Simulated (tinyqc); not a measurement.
From results back to parameters: eight-band Kane k.p model. Three cases, with inputs chosen for the exercise.

Problem. In the Kane model 1/m = A_r + Ep (Eg + 2 Dso/3)/(Eg (Eg + Dso)) and the Roth formula gives g* = 2 - 2 Ep Dso/(3 Eg (Eg + Dso)). The mass and the g factor below were computed from hidden Ep and Dso.

Find: X; Y; Ep; Dso.

Method. Let X = 1/m - A_r and Y = (2 - g*)/2. Then X + Y = Ep/Eg and X - 2 Y = Ep/(Eg + Dso).

Case 1.

Values chosen (out of a larger set: near those of InAs; not measured data): Eg = 0.414 eV (gap at Gamma to the s-like level); A_r = 1 (remote-band term in 1/m).

m = 0.0222628 m0
g* = -14.99492

Solution.

X = 43.918
Y = 8.497
Ep = 21.70 eV
Dso = 0.392 eV

Case 2.

Values chosen (out of a larger set: near those of InSb; not measured data): Eg = 0.235 eV (gap at Gamma to the s-like level); A_r = -0.6 (remote-band term in 1/m).

m = 0.0135965 m0
g* = -49.70328

Solution.

X = 74.148
Y = 25.852
Ep = 23.50 eV
Dso = 0.812 eV

Case 3.

Values chosen (out of a larger set: near those of CdTe; not measured data): Eg = 1.684 eV (gap at Gamma to the s-like level); A_r = 1 (remote-band term in 1/m).

m = 0.0902437 m0
g* = -0.75941

Solution.

X = 10.081
Y = 1.380
Ep = 19.30 eV
Dso = 0.952 eV

Computed by tinyqc, one run a case: `OMP_NUM_THREADS=1 python tinyqc.py N N+1 out.jsonl` with N = 1080893, 1080898, 1080918; one thread of a shared Intel(R) Xeon(R) Processor @ 2.30GHz, about 0.01 s a run at most.
